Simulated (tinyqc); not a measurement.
Inside a calculation. Model: p-n heterojunction, non-linear Poisson equation by Newton steps, Boltzmann statistics.

Computed by the program tinyqc: `OMP_NUM_THREADS=1 python tinyqc.py 2040001 2040002 out.jsonl`, one thread of a shared Intel Xeon 2.30GHz, about 0.02 s for the whole run. Printed values are rounded; ~0 in a residual or rate marks an entry under 1e-11 of the largest of its column.

One dimension, material 1 (p-type) at x < 0 and material 2 (n-type) at x > 0. Band edges: Ec = -psi in material 1 and -psi + dEc in material 2, Ev = Ec - Eg. Flat quasi-Fermi levels: 0 for holes, +V for electrons. n = Nc F((EFn - Ec)/Vt), p = Nv F((Ev - EFp)/Vt), with F(eta) = exp(eta) (Boltzmann statistics); full ionisation, no interface charge, classical densities; the doping types are chosen for the exercise.

Inputs (values chosen for the exercise); band and dielectric values close to those of In0.53Ga0.47As and InP:
```
symbol    value   unit                                          meaning
T           250      K                                      temperature
Eg1       0.754     eV                           band gap of material 1
er1        13.9                     relative permittivity of material 1
Nc1     1.61e17  cm^-3  conduction-band density of states of material 1
Nv1      5.8e18  cm^-3     valence-band density of states of material 1
Eg2        1.34     eV                           band gap of material 2
er2        12.3                     relative permittivity of material 2
Nc2     4.26e17  cm^-3  conduction-band density of states of material 2
Nv2     8.44e18  cm^-3     valence-band density of states of material 2
dEc        0.26     eV                 conduction-band offset Ec2 - Ec1
N1       4.7e16  cm^-3                   acceptor density of material 1
N2       4.8e16  cm^-3                      donor density of material 2
V             0      V                    bias of side 1 against side 2
```

Constants: q = 1.602176634e-19 C, kB = 1.380649e-23 J/K, Vt = kB T/q, eps0 = 8.8541878128e-14 F/cm where lengths are in cm. Results are converted to the units shown.

## Offsets and end potentials

dEv = Ev1 - Ev2 = Eg2 - Eg1 - dEc. Neutrality of the majority carriers far from the junction: Nv1 F((-psi_L - Eg1)/Vt) = N1 and Nc2 F((V + psi_R - dEc)/Vt) = N2. Total bending psi_R - psi_L.

dEv = 0.326 eV
psi_L = -0.6502588 V
psi_R = 0.2129658 V
psi_R - psi_L = 0.8632246 V

The alignment is straddling (type I): dEc and dEv have the same sign.

## Permittivity of the intervals

| node | x (nm) |
|---|---|
| 0 | -305 |
| 1 | -232 |
| 2 | -172 |
| 3 | -121 |
| 4 | -78.1 |
| 5 | -42.4 |
| 6 | -12.5 |
| 7 | 12.5 |
| 8 | 42 |
| 9 | 76.9 |
| 10 | 118 |
| 11 | 167 |
| 12 | 224 |
| 13 | 292 |

er1 or er2; the interface lies midway in its interval, which gets the series value 2 er1 er2/(er1 + er2).

| interval | eps_r |
|---|---|
| 0 | 13.9 |
| 1 | 13.9 |
| 2 | 13.9 |
| 3 | 13.9 |
| 4 | 13.9 |
| 5 | 13.9 |
| 6 | 13.05115 |
| 7 | 12.3 |
| 8 | 12.3 |
| 9 | 12.3 |
| 10 | 12.3 |
| 11 | 12.3 |
| 12 | 12.3 |

## Couplings between neighbouring nodes

a_i = eps0 eps_r/h_i for the interval from node i to i + 1, with h_i = x_(i+1) - x_i in cm.

| interval | coupling a_i (F/cm^2) |
|---|---|
| 0 | 1.685934e-7 |
| 1 | 2.051220e-7 |
| 2 | 2.413200e-7 |
| 3 | 2.868839e-7 |
| 4 | 3.447429e-7 |
| 5 | 4.116161e-7 |
| 6 | 4.622292e-7 |
| 7 | 3.691746e-7 |
| 8 | 3.120530e-7 |
| 9 | 2.649793e-7 |
| 10 | 2.222582e-7 |
| 11 | 1.910641e-7 |
| 12 | 1.601566e-7 |

## Starting potential

| node | material |
|---|---|
| 0 | 1 |
| 1 | 1 |
| 2 | 1 |
| 3 | 1 |
| 4 | 1 |
| 5 | 1 |
| 6 | 1 |
| 7 | 2 |
| 8 | 2 |
| 9 | 2 |
| 10 | 2 |
| 11 | 2 |
| 12 | 2 |
| 13 | 2 |

psi_L on the nodes of material 1 and psi_R on those of material 2.

| node | psi at the start (V) |
|---|---|
| 0 | -0.6502588 |
| 1 | -0.6502588 |
| 2 | -0.6502588 |
| 3 | -0.6502588 |
| 4 | -0.6502588 |
| 5 | -0.6502588 |
| 6 | -0.6502588 |
| 7 | 0.2129658 |
| 8 | 0.2129658 |
| 9 | 0.2129658 |
| 10 | 0.2129658 |
| 11 | 0.2129658 |
| 12 | 0.2129658 |
| 13 | 0.2129658 |

## Iteration 1: densities, residual and Jacobian diagonal

n_i = Nc F(a_n), a_n = (V - Ec_i)/Vt; p_i = Nv F(a_p), a_p = (Ec_i - Eg)/Vt; rho_i = p_i - n_i + C_i with C = -N1 or +N2; g_i = (n_i + p_i)/Vt. Box widths w_i = (h_(i-1) + h_i)/2 in cm. Residual F_i = a_i (psi_(i+1) - psi_i) - a_(i-1) (psi_i - psi_(i-1)) + q rho_i w_i; Jacobian: a_(i-1) and a_i beside the diagonal, b_i = -a_(i-1) - a_i - q g_i w_i on it. The two end nodes are fixed.

| node | n (cm^-3) | p (cm^-3) |
|---|---|---|
| 0 | 12536.75 | 4.7e16 |
| 1 | 12536.75 | 4.7e16 |
| 2 | 12536.75 | 4.7e16 |
| 3 | 12536.75 | 4.7e16 |
| 4 | 12536.75 | 4.7e16 |
| 5 | 12536.75 | 4.7e16 |
| 6 | 12536.75 | 4.7e16 |
| 7 | 4.8e16 | 7.266073e-8 |
| 8 | 4.8e16 | 7.266073e-8 |
| 9 | 4.8e16 | 7.266073e-8 |
| 10 | 4.8e16 | 7.266073e-8 |
| 11 | 4.8e16 | 7.266073e-8 |
| 12 | 4.8e16 | 7.266073e-8 |
| 13 | 4.8e16 | 7.266073e-8 |

| node | residual F (C/cm^2) | diagonal b (F/cm^2) |
|---|---|---|
| 1 | ~0 | -2.698148e-6 |
| 2 | ~0 | -2.386382e-6 |
| 3 | ~0 | -2.169288e-6 |
| 4 | ~0 | -2.005314e-6 |
| 5 | ~0 | -1.902846e-6 |
| 6 | 3.990076e-7 | -1.833329e-6 |
| 7 | -3.990076e-7 | -1.804163e-6 |
| 8 | ~0 | -1.830690e-6 |
| 9 | ~0 | -1.933540e-6 |
| 10 | ~0 | -2.095413e-6 |
| 11 | ~0 | -2.305294e-6 |
| 12 | ~0 | -2.582319e-6 |

## Iteration 1: Newton step

Solve the tridiagonal system a_(i-1) d_(i-1) + b_i d_i + a_i d_(i+1) = -F_i for nodes 1 to 12, with d = 0 on fixed nodes. Half of the step is added while the largest |d| exceeds 1.5 Vt, the full step after that.

| node | Newton step d, before damping (V) |
|---|---|
| 1 | 0.0000073 |
| 2 | 0.0000963 |
| 3 | 0.0009462 |
| 4 | 0.0070740 |
| 5 | 0.0403607 |
| 6 | 0.1806576 |
| 7 | -0.1826277 |
| 8 | -0.0378894 |
| 9 | -0.0062239 |
| 10 | -0.0007952 |
| 11 | -0.0000771 |
| 12 | -0.0000057 |

| node | psi after iteration 1 (V) |
|---|---|
| 0 | -0.6502588 |
| 1 | -0.6502552 |
| 2 | -0.6502107 |
| 3 | -0.6497857 |
| 4 | -0.6467218 |
| 5 | -0.6300785 |
| 6 | -0.5599300 |
| 7 | 0.1216519 |
| 8 | 0.1940211 |
| 9 | 0.2098538 |
| 10 | 0.2125681 |
| 11 | 0.2129272 |
| 12 | 0.2129629 |
| 13 | 0.2129658 |

## Iteration 2: densities, residual and Jacobian diagonal

As before.

| node | n (cm^-3) | p (cm^-3) |
|---|---|---|
| 0 | 12536.75 | 4.7e16 |
| 1 | 12538.88 | 4.699201e16 |
| 2 | 12564.81 | 4.689505e16 |
| 3 | 12815.12 | 4.597908e16 |
| 4 | 14773.64 | 3.988369e16 |
| 5 | 31989.20 | 1.841957e16 |
| 6 | 8.301057e5 | 7.098220e14 |
| 7 | 6.925236e14 | 5.036240e-6 |
| 8 | 1.992200e16 | 1.750685e-7 |
| 9 | 4.154385e16 | 8.395261e-8 |
| 10 | 4.712220e16 | 7.401426e-8 |
| 11 | 4.791414e16 | 7.279094e-8 |
| 12 | 4.799364e16 | 7.267035e-8 |
| 13 | 4.8e16 | 7.266073e-8 |

| node | residual F (C/cm^2) | diagonal b (F/cm^2) |
|---|---|---|
| 1 | 7.230623e-16 | -2.697753e-6 |
| 2 | 1.043420e-13 | -2.382051e-6 |
| 3 | 8.463513e-12 | -2.133641e-6 |
| 4 | 3.778914e-10 | -1.797323e-6 |
| 5 | 8.117120e-9 | -1.205674e-6 |
| 6 | 2.658145e-7 | -8.883359e-7 |
| 7 | -2.676761e-7 | -8.454383e-7 |
| 8 | -7.290745e-9 | -1.158302e-6 |
| 9 | -2.907286e-10 | -1.751086e-6 |
| 10 | -5.864902e-12 | -2.066004e-6 |
| 11 | -6.529144e-14 | -2.301909e-6 |
| 12 | -4.217339e-16 | -2.582024e-6 |

## Iteration 2: Newton step

As before.

| node | Newton step d, before damping (V) |
|---|---|
| 1 | 0.0000179 |
| 2 | 0.0002355 |
| 3 | 0.0023085 |
| 4 | 0.0169415 |
| 5 | 0.0853077 |
| 6 | 0.2159673 |
| 7 | -0.2359803 |
| 8 | -0.0857510 |
| 9 | -0.0157568 |
| 10 | -0.0020451 |
| 11 | -0.0001987 |
| 12 | -0.0000147 |

| node | psi after iteration 2 (V) |
|---|---|
| 0 | -0.6502588 |
| 1 | -0.6502462 |
| 2 | -0.6500929 |
| 3 | -0.6486314 |
| 4 | -0.6382511 |
| 5 | -0.5874246 |
| 6 | -0.4519463 |
| 7 | 0.0036618 |
| 8 | 0.1511455 |
| 9 | 0.2019754 |
| 10 | 0.2115456 |
| 11 | 0.2128278 |
| 12 | 0.2129556 |
| 13 | 0.2129658 |

## Course of the Newton iteration

Stop when the largest undamped |d| is below 1e-9 V, or after 80 iterations.

Course of the iteration:

| iteration | largest \|F\| (C/cm^2) | largest \|d\| (V) | at node |
|---|---|---|---|
| 1 | 3.99e-7 | 0.183 | 7 |
| 2 | 2.68e-7 | 0.236 | 7 |
| 3 | 1.35e-7 | 0.138 | 7 |
| 4 | 6.76e-8 | 0.0744 | 7 |
| 5 | 3.38e-8 | 0.0385 | 7 |
| 6 | 1.69e-8 | 0.0198 | 7 |
| 7 | 4.32e-10 | 9.87e-4 | 9 |
| 8 | 2.46e-12 | 6.34e-6 | 9 |
| 9 | 9.85e-17 | 2.88e-10 | 9 |

Converged in 9 iterations. Once the step is below 0.1 Vt, 2 more iteration(s) reach the threshold: near the solution the error is roughly squared each time.

## Band edges, densities and displacement

| node | converged psi (V) |
|---|---|
| 0 | -0.6502588 |
| 1 | -0.6501956 |
| 2 | -0.6494286 |
| 3 | -0.6422292 |
| 4 | -0.5978293 |
| 5 | -0.4825677 |
| 6 | -0.3260517 |
| 7 | -0.1419548 |
| 8 | 0.0317801 |
| 9 | 0.1579792 |
| 10 | 0.2049017 |
| 11 | 0.2121716 |
| 12 | 0.2129069 |
| 13 | 0.2129658 |

Ec, Ev, n and p as defined; D = a_k (psi_(k+1) - psi_k) on the interval that holds the interface.

| node | Ec (eV) | Ev (eV) | n (cm^-3) | p (cm^-3) |
|---|---|---|---|---|
| 0 | 0.6502588 | -0.103741 | 12536.75 | 4.7e16 |
| 1 | 0.6501956 | -0.103804 | 12573.58 | 4.686232e16 |
| 2 | 0.6494286 | -0.104571 | 13029.34 | 4.522312e16 |
| 3 | 0.6422292 | -0.111771 | 18199.33 | 3.237632e16 |
| 4 | 0.5978293 | -0.156171 | 1.429279e5 | 4.122550e15 |
| 5 | 0.4825677 | -0.271432 | 3.010848e7 | 1.957015e13 |
| 6 | 0.3260517 | -0.427948 | 4.304393e10 | 1.368897e10 |
| 7 | 0.4019548 | -0.938045 | 3.360144e9 | 1.037966 |
| 8 | 0.2282199 | -1.111780 | 1.068316e13 | 3.264685e-4 |
| 9 | 0.1020208 | -1.237979 | 3.739038e15 | 9.327839e-7 |
| 10 | 0.0550983 | -1.284902 | 3.301243e16 | 1.056485e-7 |
| 11 | 0.0478284 | -1.292172 | 4.626266e16 | 7.538942e-8 |
| 12 | 0.0470931 | -1.292907 | 4.786910e16 | 7.285943e-8 |
| 13 | 0.0470342 | -1.292966 | 4.8e16 | 7.266073e-8 |

D = 85.09499 nC/cm^2

## Check against the first integral

Exact first integral: on each side D^2/(2 eps0 er) = G, G = q [Vt (nI_j - nI_b) + Vt (pI_j - pI_b) - C (psi_j - psi_b)], with C = -N1 or +N2, b the neutral end of that side, and nI, pI the densities themselves. D is continuous, so er1 G1(psi_j) = er2 G2(psi_j) fixes psi_j. Ends from Nv1 F((-psi_L - Eg1)/Vt) = N1 and Nc2 F((V + psi_R - dEc)/Vt) = N2. D is counted positive when psi rises towards material 2.

psi_j = -0.2393863 V
D = 84.94934 nC/cm^2
psi_j - psi_L = 0.4108725 V
psi_R - psi_j = 0.4523521 V
Ec1 - EFn at the interface = 0.2393863 eV
Ec2 - EFn at the interface = 0.4993863 eV

Material 2 takes 52.4 % of the bending. The 14-node mesh gave D = 85.09 nC/cm^2, 0.17 % above the exact value in size.
